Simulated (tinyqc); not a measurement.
One level coupled to a phonon between two leads, self-consistent Born approximation: two steps of the calculation.

Wide-band leads with mu_L = +V/2 and mu_R = -V/2; phonons in equilibrium, Nq = 1/(exp(w0/kB T) - 1). Scattering links only energies that differ by w0, so a ladder E_k = E1 + k w0 closes on itself; terms that reach past its ends are dropped. Gn and Gp are the electron and hole parts of the spectral function A = Gn + Gp.

Values chosen for this exercise: temperature of leads and phonons T = 150 K; phonon energy w0 = 120 meV; coupling to the left lead GL = 65 meV; coupling to the right lead GR = 65 meV; electron-phonon matrix element M = 32 meV.

Constants: q = 1.602176634e-19 C, kB = 1.380649e-23 J/K, Vt = kB T/q. Results are converted to the units shown.

Problem 1. Scattering functions. Sin(E) = M^2 [(Nq + 1) Gn(E + w0) + Nq Gn(E - w0)], Sout(E) = M^2 [(Nq + 1) Gp(E - w0) + Nq Gp(E + w0)]. Nq = 1/(exp(w0/kB T) - 1).

Gn, rung 0 to 5 (1/meV): [0.0013622009, 0.0025768687, 0.0080562140, 0.0085649664, 0.0016793933, 8.3311606e-7]
Gp, rung 0 to 5 (1/meV): [6.8385709e-8, 9.0381348e-4, 0.0080548283, 0.0085650902, 0.0019408690, 0.0013965806]

Wanted: Sin; Sout.

Solution 1.

Sin, rung 0 to 5 (meV): [2.639, 8.250, 8.772, 1.721, 0.001668, 1.598e-4]
Sout, rung 0 to 5 (meV): [8.602e-5, 8.366e-4, 0.9264, 8.249, 8.772, 1.988]

Problem 2. Currents on the rungs. Spectral currents into the level: iL = GL [fL Gp - (1 - fL) Gn], iR = GR [fR Gp - (1 - fR) Gn].

converged Gn, rung 0 to 5 (1/meV): [0.0013891673, 0.0027652376, 0.0084367126, 0.0081071481, 0.0016514097, 8.3350834e-7]
converged Gp, rung 0 to 5 (1/meV): [6.9138518e-8, 8.9000585e-4, 0.0075848923, 0.0088458544, 0.0021565468, 0.0014181136]
fL, rung 0 to 5: [1, 1, 1.0000000, 0.99999277, 0.92777440, 0.0011923685]
fR, rung 0 to 5: [0.99989960, 0.48066878, 8.6008540e-5, 7.9938571e-9, 7.4290595e-13, 6.9041670e-17]

Give: iL; iR; iL + iR; sum of iL.

Solution 2.

iL, rung 0 to 5: [0.0000, 0.0579, 0.4930, 0.5750, 0.1223, 0.0001]
iR, rung 0 to 5: [0.0000, -0.0655, -0.5483, -0.5270, -0.1073, -0.0001]
iL + iR, rung 0 to 5: [0.00000, -0.00769, -0.05528, 0.04801, 0.01496, 0.00000]
sum of iL = 1.248

On a single rung iL + iR need not vanish (largest 0.055), since phonons move electrons between rungs; summed over the ladder it does.

Range of the model: The self-consistent Born approximation keeps only non-crossing phonon lines and no Hartree shift; it is rough once the coupling nears the phonon energy.

Numbers from tinyqc (`OMP_NUM_THREADS=1 python tinyqc.py 2720123 2720124 out.jsonl`; about 0.08 s on one thread of a shared Intel Xeon 2.30GHz).
